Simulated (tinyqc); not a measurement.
Inside a calculation. Method: Pariser-Parr-Pople SCF with singles CI, for the molecule C1=CC2=CC=CC2=C1 (SMILES; centres numbered as the heavy atoms are written). One step of it, computed by the program tinyqc.

Task: Iteration 2: Fock matrix. F_rr = H_rr + P_rr gamma_rr / 2 + sum_(s != r) P_ss gamma_rs; F_rs = H_rs - P_rs gamma_rs / 2; E = tr P (H + F) / 2 + core repulsion sum_(r<s) z_r z_s gamma_rs.

P after iteration 1:
```
           1C         2C         3C         4C         5C         6C         7C         8C
1C   1.134761   0.666323  -0.196702  -0.040643   0.114804  -0.040643  -0.196702   0.666323
2C   0.666323   0.758075   0.515936   0.268053  -0.040643  -0.279739  -0.187933   0.210282
3C  -0.196702   0.515936   1.349089   0.515936  -0.196702  -0.187933   0.444674  -0.187933
4C  -0.040643   0.268053   0.515936   0.758075   0.666323   0.210282  -0.187933  -0.279739
5C   0.114804  -0.040643  -0.196702   0.666323   1.134761   0.666323  -0.196702  -0.040643
6C  -0.040643  -0.279739  -0.187933   0.210282   0.666323   0.758075   0.515936   0.268053
7C  -0.196702  -0.187933   0.444674  -0.187933  -0.196702   0.515936   1.349089   0.515936
8C   0.666323   0.210282  -0.187933  -0.279739  -0.040643   0.268053   0.515936   0.758075
```

core matrix H (eV):
```
            1C          2C          3C          4C          5C          6C          7C          8C
1C  -47.918643   -2.600000    0.000000    0.000000    0.000000    0.000000    0.000000   -2.600000
2C   -2.600000  -49.739519   -2.600000    0.000000    0.000000    0.000000    0.000000    0.000000
3C    0.000000   -2.600000  -55.904433   -2.600000    0.000000    0.000000   -2.600000    0.000000
4C    0.000000    0.000000   -2.600000  -49.739519   -2.600000    0.000000    0.000000    0.000000
5C    0.000000    0.000000    0.000000   -2.600000  -47.918643   -2.600000    0.000000    0.000000
6C    0.000000    0.000000    0.000000    0.000000   -2.600000  -49.739519   -2.600000    0.000000
7C    0.000000    0.000000   -2.600000    0.000000    0.000000   -2.600000  -55.904433   -2.600000
8C   -2.600000    0.000000    0.000000    0.000000    0.000000    0.000000   -2.600000  -49.739519
```

repulsion gamma_rs (eV):
```
           1C         2C         3C         4C         5C         6C         7C         8C
1C  11.130000   7.552804   5.520570   3.705303   3.201289   3.705303   5.520570   7.552804
2C   7.552804  11.130000   7.554850   4.865167   3.705303   3.863003   5.519866   5.518526
3C   5.520570   7.554850  11.130000   7.554850   5.520570   5.519866   7.553862   5.519866
4C   3.705303   4.865167   7.554850  11.130000   7.552804   5.518526   5.519866   3.863003
5C   3.201289   3.705303   5.520570   7.552804  11.130000   7.552804   5.520570   3.705303
6C   3.705303   3.863003   5.519866   5.518526   7.552804  11.130000   7.554850   4.865167
7C   5.520570   5.519866   7.553862   5.519866   5.520570   7.554850  11.130000   7.554850
8C   7.552804   5.518526   5.519866   3.863003   3.705303   4.865167   7.554850  11.130000
```

Centres (angstrom, eV; a flat drawing with bonds scaled to 1.40 angstrom):
```
centre          x          y  core charge z          W   gamma_rr
1C       2.154000   0.000000              1  11.160000  11.130000
2C       1.331000   1.133000              1  11.160000  11.130000
3C       0.000000   0.700000              1  11.160000  11.130000
4C      -1.331000   1.133000              1  11.160000  11.130000
5C      -2.154000   0.000000              1  11.160000  11.130000
6C      -1.331000  -1.133000              1  11.160000  11.130000
7C       0.000000  -0.700000              1  11.160000  11.130000
8C       1.331000  -1.133000              1  11.160000  11.130000
```

Give: F; pi energy.

Result:

F (eV):
```
         1C       2C       3C       4C       5C       6C       7C       8C
1C  -6.0065  -5.1163   0.5430   0.0753  -0.1838   0.0753   0.5430  -5.1163
2C  -5.1163  -4.3066  -4.5489  -0.6521   0.0753   0.5403   0.5187  -0.5802
3C   0.5430  -4.5489  -5.8536  -4.5489   0.5430   0.5187  -4.2795   0.5187
4C   0.0753  -0.6521  -4.5489  -4.3066  -5.1163  -0.5802   0.5187   0.5403
5C  -0.1838   0.0753   0.5430  -5.1163  -6.0065  -5.1163   0.5430   0.0753
6C   0.0753   0.5403   0.5187  -0.5802  -5.1163  -4.3066  -4.5489  -0.6521
7C   0.5430   0.5187  -4.2795   0.5187   0.5430  -4.5489  -5.8536  -4.5489
8C  -5.1163  -0.5802   0.5187   0.5403   0.0753  -0.6521  -4.5489  -4.3066
```

pi energy = -107.9144 eV
